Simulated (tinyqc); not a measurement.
Inside a calculation. Model: van der Pauw, Hall and four-point-probe measurements on a doped layer.

Numbers from tinyqc (`OMP_NUM_THREADS=1 python tinyqc.py 2850182 2850183 out.jsonl`; about 0.01 s on one thread of a shared Intel Xeon 2.30GHz). Printed values are rounded.

A uniform p-type layer with sheet resistance Rs = 1/(q ns mu), point contacts, low field (mu B small).

Values chosen for this exercise:
```
symbol   value        unit                                                      meaning
ns      5.2e12       cm^-2                                   sheet density of the layer
mu          28  cm^2/(V s)                                               drift mobility
rH        1.18                                                              Hall factor
B            2           T                                               magnetic field
I           50          uA                                                      current
ar        2.16              side ratio a/b of a rectangular sample with corner contacts
t          460          nm                                       thickness of the layer
```

Constants: q = 1.602176634e-19 C. Results are converted to the units shown.

## Resistances and Hall voltage

Rs = 1/(q ns mu). For a rectangle with contacts at the corners, RA = (8 Rs/pi) sum_(k>=0) ln coth((2k + 1) pi a/(2 b)) with current along a short side b and voltage along the opposite one, RB the same with a and b exchanged; Hall voltage VH = rH B I/(q ns), negative for electrons.

Rs = 42867.5 ohm/square
RA = 246.630 ohm
RB = 54884.5 ohm
VH = 14.1634 mV

RB/RA = 223; for a square both equal Rs ln 2/pi = 9460 ohm.

## Starting value

z = 2 ln 2/(pi (RA + RB)), exact for RA = RB.

z at the start = 0.00800403 mS

## Iteration 1: new z

The van der Pauw equation exp(-pi RA z) + exp(-pi RB z) = 1 is solved for z = 1/Rs: e1 = exp(-pi RA z), e2 = exp(-pi RB z), f = e1 + e2 - 1, f' = -pi (RA e1 + RB e2), z(new) = z - f/f'.

e1 = 0.993818
e2 = 0.251555
f = 0.245373
f' = -44.1444 kohm
z after iteration 1 = 0.0135624 mS

## Iteration 2: new z

As before.

e1 = 0.989547
e2 = 0.0964721
f = 0.0860188
f' = -17.4009 kohm
z after iteration 2 = 0.0185058 mS

## Course of the iteration

Stop when the step is below 1e-10 mS, or after 40 iterations.

Course of the iteration:

| iteration | z before the step (mS) | step (mS) |
|---|---|---|
| 1 | 0.00800403 | 5.56e-3 |
| 2 | 0.0135624 | 4.94e-3 |
| 3 | 0.0185058 | 3.42e-3 |
| 4 | 0.0219296 | 1.27e-3 |
| 5 | 0.0231971 | 1.29e-4 |
| 6 | 0.0233265 | 1.18e-6 |
| 7 | 0.0233277 | 9.59e-11 |

Converged in 7 iterations.

## Sheet density, mobility and bulk values

converged z = 0.0233277 mS

Rs = 1/z; Hall sheet density B I/(q |VH|); Hall mobility |VH|/(Rs B I); true values ns = rH times the Hall density, mu = Hall mobility/rH; bulk density ns/t, resistivity Rs t; correction factor F = Rs/[(pi/ln 2)(RA + RB)/2].

Rs = 42867.5 ohm/square
Hall sheet density = 4.40678e12 cm^-2
Hall mobility = 33.04 cm^2/(V s)
ns = 5.2e12 cm^-2
mu = 28 cm^2/(V s)
bulk density = 1.13043e17 cm^-3
resistivity = 1.97191 ohm cm
F = 0.343113

Taking the mean of RA and RB without F would overstate Rs by 190 %.
